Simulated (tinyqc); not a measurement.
Worked calculation: plane-wave Kohn-Sham cycle with exchange-only LDA in a layered model solid. One step of it, computed by the program tinyqc.

Problem. Iteration 1: Hamiltonian at one k. H(m,m') = (k + G_m)^2/2 delta + V(G_m - G_m'), with V(-G) = V(G).

A solid whose potential varies along x alone (atomic units):
```
parameter                      value
period a                   12.900000
cross-section of the cell  21.000000
electrons per cell                 2
grid points                       16
plane waves -n..n, n               2
k points                           4
V1 in V1 cos(2 pi x/a)     -0.200000
```

V(G_m), m = 0, 1, 2, ... (hartree): [-0.191748, -0.100000, 0.000000, 0.000000, 0.000000]

k = 0.125000 2 pi / a

Give: H.

Solution.

H (hartree), order -2, -1, +0, +1, +2:
```
[[0.2253, -0.1000, 0.0000, 0.0000, 0.0000],
 [-0.1000, -0.1009, -0.1000, 0.0000, 0.0000],
 [0.0000, -0.1000, -0.1899, -0.1000, 0.0000],
 [0.0000, 0.0000, -0.1000, -0.0416, -0.1000],
 [0.0000, 0.0000, 0.0000, -0.1000, 0.3439]]
```
